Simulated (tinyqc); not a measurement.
## Capacitances against the relative permittivity between the lines

Endless row of lines of width wl, height tl and space sl between grounded planes at distance hd; e2 fills the gaps beside the lines, e1 the rest. Laplace's equation is solved on meshes of 3, 6 and 12 steps per unit u and extrapolated (Aitken), which is good to about 0.2 %. C_even (all lines at 1 V) is the capacitance Cg to the planes; C_odd (neighbours in antiphase) = Cg + 4 Cc if only nearest neighbours couple, which defines Cc; total with quiet neighbours Cg + 2 Cc. Plate values 2 eps0 e1 wl/hd and eps0 e2 tl/sl.

Parameters, values chosen for the exercise: relative permittivity above and below the lines e1 = 4.2; line width, in units u wl = 4 u; line height tl = 6 u; space between lines sl = 6 u; distance to each plane hd = 6 u.

Constants: eps0 = 8.8541878128e-12 F/m. Results are converted to the units shown.

The same in every row: plate Cg (aF/um) = 49.6.

Capacitances against the relative permittivity between the lines:

| e2 | Cg (aF/um) | Cc (aF/um) | Cg + 2 Cc (aF/um) | C_odd (aF/um) | plate Cc (aF/um) | share of coupling, 2 Cc/(Cg + 2 Cc) (%) |
|---|---|---|---|---|---|---|
| 1 | 103 | 17.5 | 138 | 173 | 8.85 | 25.4 |
| 1.5 | 105 | 21.7 | 149 | 192 | 13.3 | 29.2 |
| 2 | 107 | 25.9 | 159 | 211 | 17.7 | 32.7 |
| 2.5 | 108 | 30.2 | 169 | 229 | 22.1 | 35.8 |
| 3 | 110 | 34.5 | 179 | 248 | 26.6 | 38.6 |
| 3.9 | 111 | 42.3 | 196 | 281 | 34.5 | 43.1 |
| 5 | 113 | 51.8 | 217 | 320 | 44.3 | 47.8 |
| 7 | 115 | 69.3 | 254 | 392 | 62.0 | 54.6 |

As e2 goes from 1 to 7, Cg rises from 103 to 115 aF/um, Cc rises from 17.5 to 69.3 aF/um and the share of coupling rises from 25.4 to 54.6 %. Cg is 2.08 times its plate value in the first row and 2.32 times in the last; for Cc the ratios are 1.98 and 1.12. Neighbours in antiphase raise the load by a factor of 1.25 and 1.55 over quiet ones.

Numbers from tinyqc (`OMP_NUM_THREADS=1 python tinyqc.py 2790128 2790129 out.jsonl`; about 0.7 s on one thread of a shared Intel Xeon 2.30GHz).
